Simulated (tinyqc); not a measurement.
Worked calculation: WKB tunnelling through a gate dielectric with a two-band (Franz) dispersion. Values are carried at full precision from step to step, so a last printed digit may differ when a step is redone from the rounded ones.

Constants: hbar^2/2m0 = 3.80998211 eV angstrom^2.

Inputs chosen for the exercise (of the size used for SiO2 on silicon; shifted at random, so the results belong to these values and not to a real crystal): phi = 2.98 eV (barrier above the electron energy at the emitter); t = 15 angstrom (thickness); V = 1.6 V (voltage across the layer); Eg = 8.6 eV (gap of the dielectric); m = 0.5 m0 (mass at the conduction edge).

## Shape of the barrier

Field V/t (1 V/angstrom = 100 MV/cm), the end of the forbidden region x_e = min(t, phi t/V), and u there.

field = 10.67 MV/cm
x_e = 15.00 angstrom
u(x_e) = 1.380 eV

V < phi: a trapezoid, direct tunnelling through the whole layer.

## Decay constant through the layer

At depth x the conduction edge lies u(x) = phi - V x/t above the electron. Parabolic: kappa = sqrt(m u/c). Franz: kappa = sqrt(m u (1 - u/Eg)/c), which vanishes at both band edges. c = hbar^2/2m0. T = exp(-2 integral of kappa dx) over the region u > 0; no image force, no prefactor, zero transverse momentum. The region ends at x_e = min(t, phi t/V); x_e < t is the Fowler-Nordheim regime.

Nine points x = j x_e/8.

kappa (1/angstrom):
```
x (angstrom)  u (eV)  parabolic   Franz
0.000         2.9800     0.6254  0.5055
1.875         2.7800     0.6040  0.4969
3.750         2.5800     0.5819  0.4868
5.625         2.3800     0.5589  0.4753
7.500         2.1800     0.5349  0.4621
9.375         1.9800     0.5097  0.4472
11.250        1.7800     0.4833  0.4304
13.125        1.5800     0.4554  0.4114
15.000        1.3800     0.4256  0.3899
```

At the emitter the Franz value is 19.2 % below the parabolic one, the factor sqrt(1 - phi/Eg).

## The integrals by Simpson's rule

Weights 1, 4, 2, 4, 2, 4, 2, 4, 1 times a third of the spacing.

integral of kappa dx: parabolic 7.977, Franz 6.861

## The integrals in closed form

Parabolic: (2/3) sqrt(m/c) (t/V) (phi^(3/2) - u_e^(3/2)). Franz: sqrt(m/c) Eg^(3/2) (t/V) (f(phi/Eg) - f(u_e/Eg)) with f(y) = ((2y - 1) sqrt(y (1 - y)) + arcsin(sqrt y))/4. u_e = max(phi - V, 0). T = exp(-2 I).

integral of kappa dx: parabolic 7.9769, Franz 6.8609

T: parabolic 1.18e-07, Franz 1.10e-06

The two-band dispersion raises T by a factor 9.32.

## Checks

- Franz integral in closed form against adaptive quadrature: both 6.86093.

Run: tinyqc, `OMP_NUM_THREADS=1 python tinyqc.py 1451392 1451393 out.jsonl`; Intel(R) Xeon(R) Processor @ 2.30GHz, one thread, shared host; about 0.01 s of CPU time with all checks.
